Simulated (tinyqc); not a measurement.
Worked calculation: finite-size error of a charged defect in a periodic cell: Madelung and Makov-Payne terms. Computed by tinyqc, a small Python program that keeps every step. Command: `OMP_NUM_THREADS=1 python tinyqc.py 3022495 3022496 out.jsonl imagecharge walk`. One thread of a shared host (Intel(R) Xeon(R) Processor @ 2.30GHz), about 0.03 s of CPU time with the checks. Intermediate numbers are printed to about 6 digits and carried at full precision; extremes and crossings named in words are read from the listed rows.

L is the cube root of the cell volume. The defect charge is a Gaussian, rho(r) = q (2 pi sigma^2)^(-3/2) exp(-r^2/2 sigma^2), repeated periodically in a uniform neutralising background and screened by a continuum. The model cell energy is E(L) = E_0 + [periodic - isolated electrostatic energy].

Inputs (values chosen for the exercise, for a model uniaxial host): charge q = 2 e; cell length L = 12.2 angstrom; dielectric constant eps_xy = 15.5; dielectric constant eps_z = 12.3; axis ratio c/a = 1.04; width sigma of the defect charge = 1.9 angstrom; formation energy of the isolated defect E_0 = 4.101 eV.

Supercell lattice: tetragonal. Screening: uniaxial.

scatter added to the six cells, standing for numerical noise (meV): [0.32, -1.4, 3.7, 3.7, -0.67, -4.1]

Constants: e^2/(4 pi eps_0) = 14.39964548 eV angstrom.

## The cell

Cell vectors: (1,0,0), (0,1,0), (0,0,c/a), scaled to volume L^3.

cell vectors (rows) (angstrom):
$$\begin{pmatrix}
12.0415 & 0.0000 & 0.0000 \\
0.0000 & 12.0415 & 0.0000 \\
0.0000 & 0.0000 & 12.5232
\end{pmatrix}$$

nearest image = 12.0415 angstrom

## Madelung energy

Ewald sum for a unit point charge: scale each Cartesian component of the cell by 1/sqrt(eps_i), giving R', G' and V'; E = [ (1/2) sum erfc(eta R')/R' + (2 pi/V') sum exp(-G'^2/4 eta^2)/G'^2 - eta/sqrt(pi) - pi/(2 V' eta^2) ] e^2/(4 pi eps_0) / sqrt(eps_x eps_y eps_z), over n_i = -6..6, omitting n = (0,0,0), eta = 2/V'^(1/3). alpha = -2 E eps_g L/(e^2/(4 pi eps_0)), eps_g = (eps_x eps_y eps_z)^(1/3).

terms for a unit charge (eV): real space 0.0014052, reciprocal 0.0079842, self -0.0928092, background -0.0322995

Madelung constant alpha = 2.81384

point-charge correction -q^2 E = 0.462877 eV

Cubic cells have alpha = 2.837 (sc) to 2.888 (fcc, bcc); this cell is near that range.

## Energy of the smeared charge in the cell

Periodic energy of the Gaussian: (2 pi q^2/V) sum_(G != 0) exp(-sigma^2 G^2)/(G.eps.G) x e^2/(4 pi eps_0), n_i = -k..k with k = max(9, L/sigma rounded up). Isolated energy: q^2/(2 sqrt(pi) sigma) <1/(n.eps.n)> e^2/(4 pi eps_0), the mean over directions n (64 Gauss-Legendre points in cos(theta)).

periodic energy = 0.181143 eV

isolated energy = 0.595223 eV

finite-size error = -0.414079 eV

E(L) = 3.68692 eV

## A series of cells

Cells of the same shape with L scaled by 0.7, 0.85, 1, 1.25, 1.5 and 2; the scatter is added to E(L). The point-charge correction scales as 1/L from its value at the input L.

Scaling data:
```
L (angstrom)  1/L (1/angstrom)  E(L) (eV)  E(L) + point-charge correction (eV)
8.54                  0.117096    3.58082                              4.24208
10.37                 0.096432    3.63449                              4.17905
12.20                 0.081967    3.69062                              4.15350
15.25                 0.065574    3.75935                              4.12965
18.30                 0.054645    3.80617                              4.11476
24.40                 0.040984    3.87154                              4.10298
```

## Ways to reach the isolated limit

Least-squares fits of E(L) to a + b/L, a + c/L^3 or a + b/L + c/L^3; the estimate is a, and errors are against E_0.

Estimates of E_0:
```
way                              estimate (eV)  error (meV)
largest cell, uncorrected              3.87154     -229.456
largest cell, point-charge term        4.10298        1.982
1/L fit, three smallest                3.93961     -161.388
1/L fit, all six                       4.01805      -82.947
1/L^3 fit, all six                     3.82829     -272.711
1/L and 1/L^3, three smallest          4.18296       81.956
1/L and 1/L^3, all six                 4.08552      -15.476
corrected data, 1/L^3 fit              4.10116        0.159
```

coefficient b of the full fit = -5.32353 eV angstrom

Best here: corrected data, 1/L^3 fit (+0.2 meV); worst: 1/L^3 fit, all six (-273 meV). The fitted b is 94.3 % of the Madelung value -q^2 alpha e^2/(8 pi eps_0 eps_g). A pure 1/L fit lands below E_0, because the positive 1/L^3 term flattens the small-cell points.

## One dielectric constant for an anisotropic host?

The same sum with an isotropic constant in place of the tensor, the means being taken over (eps_xy, eps_xy, eps_z); errors against the tensor result.

Point-charge correction:
```
constant           value  correction (eV)  error (meV)
eps_xy           15.5000         0.431885     -30.9915
eps_z            12.3000         0.544246      81.3689
arithmetic mean  14.4333         0.463803       0.9261
geometric mean   14.3501         0.466492       3.6149
harmonic mean    14.2631         0.469339       6.4620
```

The tensor gives 0.4629 eV. Closest is arithmetic mean (+0.9 meV) and furthest eps_z (+81.4 meV); anisotropy also changes the effective shape of the cell, which no single constant captures.

Checks made by the program: the same sum with another eta (relative difference below 1e-10).
